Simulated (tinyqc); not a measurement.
Chemically amplified photoresist: aerial image, acid generation, bake, development and line width: one step, computed by the program tinyqc.

Lines and spaces of pitch p with a two-beam-like image; x = 0 is the middle of the bright space. The resist is positive and treated as uniform in depth.

Task: Acid image and its blur. Dose E(x) = E [1 + c cos(2 pi x/p)]; acid h = 1 - exp(-C E(x)). Bake: the acid image is blurred by a Gaussian of variance sigma^2 = 2 D t (each Fourier term k of h, taken on 64 points, is multiplied by exp(-4 pi^2 k^2 D t/p^2)). Cosine coefficients: h(x) = sum_k h_k cos(2 pi k x/p).

Inputs (values chosen for the exercise, for a model resist at 13.5 nm):

| quantity | value | unit |
|---|---|---|
| pitch p | 37 | nm |
| image contrast c | 0.55 | - |
| mean dose E | 5.16 | mJ/cm^2 |
| Dill parameter C | 0.034 | cm^2/mJ |
| acid diffusivity D | 0.12 | nm^2/s |
| bake time t | 60 | s |

Give: diffusion length sigma = sqrt(2 D t); h_0 to h_4 before the bake; h_0 to h_4 after the blur; blur factor of the first harmonic.

Result:

diffusion length sigma = sqrt(2 D t) = 3.795 nm

h_0 to h_4 before the bake: 0.1590  0.0811  -0.0020  0.0000  0.0000

h_0 to h_4 after the blur: 0.1590  0.0659  -0.0009  0.0000  0.0000

blur factor of the first harmonic = 0.8125

sigma/p = 0.103; the blur keeps 81 % of the modulation.
